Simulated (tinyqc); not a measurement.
# One-diode model of a solar cell: effects of single changes

J is the current delivered and Vj = V + J Rs the junction voltage. J = X JL - J01 (exp(Vj/(n1 Vt)) - 1) - Vj/Rp. The photocurrent does not depend on voltage.

Values chosen for this exercise; values of the order met in cells of germanium:
- T = 298.15 K (temperature)
- JL = 47.1 mA/cm^2 (photocurrent at one sun)
- X = 50 suns (concentration)
- J01 = 2.5e-5 A/cm^2 (saturation current of the diode)
- n1 = 1.11 (ideality factor of the diode)
- Rs = 0.01 ohm cm^2 (series resistance)
- Rp = 100 ohm cm^2 (shunt resistance)
- Pin = 100 mW/cm^2 (incident power at one sun)

Constants: q = 1.602176634e-19 C, kB = 1.380649e-23 J/K, Vt = kB T/q. Results are converted to the units shown.

Each table varies one quantity; the others keep the values above.

## Effect of the saturation current of the diode

Jsc at V = 0, Voc at J = 0, the maximum power point where J (1 + 2 Rs G) = G Vj with G = -dJ/dVj; FF = Vmp Jmp/(Voc Jsc); efficiency Vmp Jmp/(X Pin). Empirical fill factor without parasitics FF0 = (v - ln(v + 0.72))/(v + 1), v = Voc/(n1 Vt).

Effect of the saturation current of the diode:
```
J01 (A/cm^2)  Jsc (mA/cm^2)  Voc (V)   Vmp (V)  Jmp (mA/cm^2)       FF  efficiency (%)      FF0
2e-7                 2354.8  0.46427   0.36898         2172.9  0.73337          16.035  0.77817
2e-6                 2354.8  0.39861   0.30862         2139.6  0.70348          13.206  0.75378
2e-5                 2354.7  0.33295   0.24933         2091.5  0.66511          10.429  0.72250
0.0002               2354.5  0.26730   0.19157         2017.6  0.61416          7.7305  0.68072
0.002                2352.2  0.20166   0.13618         1894.8  0.54398          5.1607  0.62174
0.03                 2317.2  0.12478  0.076269         1617.0  0.42656          2.4666  0.51103
```

What does the comparison show?

As J01 goes from 2e-7 to 0.03, Voc falls from 0.464 to 0.125 V, FF falls from 0.733 to 0.427 and the efficiency falls from 16.0 to 2.47 %. Voc changes by -65.4 mV a decade between the last two rows and -65.7 mV between the first two. For J01 = 0.0002, 0.002, 0.03 v is below 10, outside the range of the formula for FF0.

## Effect of the concentration

Same model as above.

Effect of the concentration:
```
X (suns)  Jsc (mA/cm^2)  Voc (V)  Vmp (V)  Jmp (mA/cm^2)      FF  efficiency (%)     FF0
0.01             0.4709  0.03958  0.02041         0.2407  0.2636          0.4913  0.2690
0.04              1.884   0.1019  0.06144          1.079  0.3454           1.657  0.4627
0.1               4.709   0.1396  0.09367          3.130  0.4460           2.932  0.5376
0.5               23.55   0.1929   0.1408          18.66  0.5784           5.254  0.6119
2                 94.19   0.2341   0.1768          79.80  0.6397           7.053  0.6537
6                 282.6   0.2659   0.2038          246.0  0.6672           8.355  0.6797
20                941.9   0.3004   0.2301          832.8  0.6772           9.581  0.7034
80                 3768   0.3400   0.2459           3320  0.6374           10.21  0.7263
300             1.413e4   0.3777   0.2209        1.120e4  0.4636           8.244  0.7447
```

As X goes from 0.01 to 300, Voc rises from 0.0396 to 0.378 V, FF goes from 0.264 through a maximum of 0.677 (at X = 20 among the rows listed) to 0.464 and the efficiency goes from 0.491 through a maximum of 10.2 (at X = 80 among the rows listed) to 8.24 %. Voc gains 65.7 mV a decade at the top and 103 mV at the bottom (n1 Vt ln 10 = 65.7 mV). Past the optimum the loss in Rs, which grows as J^2, outruns the gain in Voc: at the best row X JL Rs = 1.3 n1 Vt. For X = 0.01, 0.04, 0.1, 0.5, 2, 6 v is below 10, outside the range of the formula for FF0. For X = 0.01, 0.04 the shunt carries over 0.3 of the photocurrent at open circuit, so it pulls Voc down and FF towards the 1/4 of a resistor.

Numbers from tinyqc (`OMP_NUM_THREADS=1 python tinyqc.py 2280012 2280013 out.jsonl`; about 0.01 s on one thread of a shared Intel Xeon 2.30GHz).
